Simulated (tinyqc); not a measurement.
# Read current of a NAND string, cells in series solved by shooting: what changes with what

Cells in series, numbered from 0 at the source line (0 V) to the bit line, each followed by a gap resistance Rg. A cell with gate Vg, threshold VT, source Vs and drain Vd passes I = 2 nf K Vt^2 [F(Vs) - F(Vd)]/(1 + th max(Vg - VT, 0)), F(V) = ln^2(1 + exp((Vg - VT - nf V)/(2 nf Vt))). The selected cell has Vg = Vr, the others Vg = Vp.

Parameters, values chosen for the exercise; values of the order met in vertical NAND strings: temperature T = 358 K; gain factor of a cell K = 29 uA/V^2; slope factor nf = 1.2; mobility reduction factor th = 0.14 1/V; resistance of the gap between cells Rg = 7.9 kohm; bit-line voltage Vbl = 0.7 V; pass voltage Vp = 7.2 V; threshold of an erased cell Ve = -2 V; threshold of the highest state Vh = 3.5 V; threshold of the selected cell Vx = 1.2 V; sensing current Is = 10 nA; read voltage on the selected word line Vr = 2.62 V.

Constants: q = 1.602176634e-19 C, kB = 1.380649e-23 J/K, Vt = kB T/q. Results are converted to the units shown.

Each table varies one quantity; the others keep the values above.

## Read current against the number of cells

For a trial current I start at 0 V and, cell by cell, solve for the drain: sqrt(F(Vd)) = sqrt(F(Vs) - I/k), k = 2 nf K Vt^2/(1 + th max(Vg - VT, 0)), Vd = [Vg - VT - 2 nf Vt ln(exp(sqrt F) - 1)]/nf, then add I Rg. The string current is the I for which the last node reaches Vbl. The apparent threshold is the Vr at which I = Is. Background: all other cells erased (VT = Ve) or all in the highest state (VT = Vh); ratio and shift are high over erased and high minus erased. The selected cell is in the middle, cell n/2.

Read current against the number of cells:

| n | I, others erased (uA) | I, others high (uA) | ratio | apparent VT, erased (V) | apparent VT, high (V) | background shift (mV) |
|---|---|---|---|---|---|---|
| 8 | 4.168 | 3.237 | 0.7766 | 1.146 | 1.146 | 0.2675 |
| 16 | 2.313 | 1.720 | 0.7438 | 1.146 | 1.147 | 0.5352 |
| 32 | 1.222 | 0.8874 | 0.7259 | 1.148 | 1.149 | 1.071 |
| 64 | 0.6289 | 0.4507 | 0.7166 | 1.151 | 1.153 | 2.145 |
| 96 | 0.4234 | 0.3021 | 0.7134 | 1.154 | 1.158 | 3.221 |
| 128 | 0.3191 | 0.2271 | 0.7118 | 1.158 | 1.162 | 4.299 |
| 192 | 0.2138 | 0.1518 | 0.7102 | 1.164 | 1.170 | 6.464 |

What does the comparison show?

With erased neighbours the current falls from 4.17 to 0.214 uA, as n^(-0.85) between the first two rows and n^(-0.99) between the last two (-1 once the series resistance rules). The ratio falls from 0.777 to 0.710 and the background shift rises from 0.268 to 6.46 mV.

## Effect of the position of the selected cell

Same model as above.

The string has 64 cells, numbered from the source.

Effect of the position of the selected cell:

| j | I, others erased (uA) | I, others high (uA) | ratio | apparent VT, erased (V) | apparent VT, high (V) | background shift (mV) |
|---|---|---|---|---|---|---|
| 0 | 0.6352 | 0.4532 | 0.7135 | 1.145 | 1.145 | 2.627e-7 |
| 9 | 0.6339 | 0.4527 | 0.7142 | 1.147 | 1.147 | 0.6021 |
| 18 | 0.6322 | 0.4520 | 0.7150 | 1.148 | 1.150 | 1.205 |
| 27 | 0.6302 | 0.4512 | 0.7160 | 1.150 | 1.152 | 1.809 |
| 36 | 0.6278 | 0.4502 | 0.7172 | 1.152 | 1.154 | 2.413 |
| 45 | 0.6247 | 0.4489 | 0.7186 | 1.154 | 1.157 | 3.019 |
| 54 | 0.6207 | 0.4471 | 0.7204 | 1.156 | 1.159 | 3.625 |
| 63 | 0.6153 | 0.4446 | 0.7226 | 1.157 | 1.162 | 4.232 |

From the source end to the bit-line end the apparent VT with high neighbours rises from 1.145 to 1.162 V and the background shift rises from 2.63e-7 to 4.23 mV. Cells and gaps on the source side raise the source of the selected cell, which costs nf times that voltage in gate drive; those on the drain side only lower its drain voltage.

Program tinyqc, `OMP_NUM_THREADS=1 python tinyqc.py 2142035 2142036 out.jsonl`; Intel Xeon 2.30GHz, shared host, one thread, about 0.7 s.
